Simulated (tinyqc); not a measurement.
Comparisons within one model: cylindrical quantum wire. A value that a table varies takes the place of the one given here.

A cylinder of radius R, isotropic masses, c = hbar^2/2m0, k = sqrt(mw E/c), kappa = sqrt(mb (V0 - E)/c). State (n, m) is J_m(k r) inside and K_m(kappa r) outside; psi and psi'/m are continuous: (k/mw) J_m'(kR)/J_m(kR) = (kappa/mb) K_m'(kappa R)/K_m(kappa R).

With hard walls E = c (x/R)^2/mw, x a zero of J_m: (1,0) 2.404826; (2,0) 5.520078; (1,1) 3.831706; (2,1) 7.015587; (1,2) 5.135622; (2,2) 8.417244; (1,3) 6.380162; (2,3) 9.761023.

Constants: hbar^2/2m0 = 3.80998211 eV angstrom^2.

Inputs chosen for the exercise (near those of an InGaAs wire in InP; shifted at random, so the results belong to these values and not to a real crystal): V0 = 0.243 eV (barrier height); mw = 0.0408 m0 (mass inside); mb = 0.0807 m0 (mass outside); Rs = (48, 68, 96, 137, 192, 274, 384) angstrom (radii); R = 137 angstrom (radius).

## Radius

The two lowest states against R; a dash marks an unbound state.

Levels (eV):

| R (angstrom) | (1,0) | (1,1) | (1,0), hard walls | flat well of width 2R |
|---|---|---|---|---|
| 48 | 0.0904 | 0.2226 | 0.2344 | 0.0410 |
| 68 | 0.0574 | 0.1467 | 0.1168 | 0.0254 |
| 96 | 0.0347 | 0.0887 | 0.0586 | 0.0152 |
| 137 | 0.0197 | 0.0502 | 0.0288 | 0.0085 |
| 192 | 0.0111 | 0.0283 | 0.0146 | 0.0048 |
| 274 | 0.0059 | 0.0150 | 0.0072 | 0.0025 |
| 384 | 0.0032 | 0.0081 | 0.0037 | 0.0014 |

What does this show?

The lowest state is bound at every radius listed. (1,1) is bound at every radius listed. At the largest radius the level is 0.87 of the hard-wall value and 2.34 times that of the flat well (the hard-wall ratio is 2.34); the exponent d ln E/d ln R between the last two radii is -1.84.

## Shape and dimension

Lowest level with hard walls: film c (pi/2R)^2/mw, cylinder c (2.404826/R)^2/mw, sphere c (pi/R)^2/mw, square or cube of side a: 2 or 3 times c (pi/a)^2/mw; c = hbar^2/2m0. Finite barriers V0 with outer mass mb and psi, psi'/m continuous for film, cylinder and sphere (not separable for the square and the cube: dash).

Lowest level (eV):

| shape | hard walls | finite barrier |
|---|---|---|
| film, width 2R | 0.0123 | 0.0085 |
| cylinder, radius R | 0.0288 | 0.0197 |
| square wire of equal area | 0.0313 | - |
| sphere, radius R | 0.0491 | 0.0332 |
| cube of equal volume | 0.0567 | - |

How do the results move?

With hard walls the levels of film, cylinder and sphere stand as 1 : 2.34 : 4.00; with the finite barrier as 1 : 2.31 : 3.89. The square lies 8.6 % above the circle of equal area and the cube 15.5 % above the sphere of equal volume: round shapes give the lowest level for a given size.

## What each parameter does

The lowest level (1,0) and its distance to V0. Each row changes one parameter from the base and keeps the others.

Results:

| case | E (eV) | V0 - E (eV) | k R |
|---|---|---|---|
| base | 0.0197 | 0.2233 | 1.9905 |
| R = 151 angstrom | 0.0168 | 0.2262 | 2.0235 |
| V0 = 0.207 eV | 0.0191 | 0.1879 | 1.9617 |
| mw = 0.0449 m0 | 0.0185 | 0.2245 | 2.0232 |
| mb = 0.1009 m0 | 0.0189 | 0.2241 | 1.9497 |

What does this show?

The largest shifts from the base row, up to three for each result and ties (the steps differ in size, so this ranks the rows, not the parameters). E (eV): R -0.0029, mw -0.0012, mb -0.0008. V0 - E (eV): V0 -0.0354, R +0.0029, mw +0.0012. k R: mb -0.0409, R +0.0330, mw +0.0327.

tinyqc: `OMP_NUM_THREADS=1 python tinyqc.py 1281211 1281212 out.jsonl`; about 0.01 s, one thread, shared Intel(R) Xeon(R) Processor @ 2.30GHz.
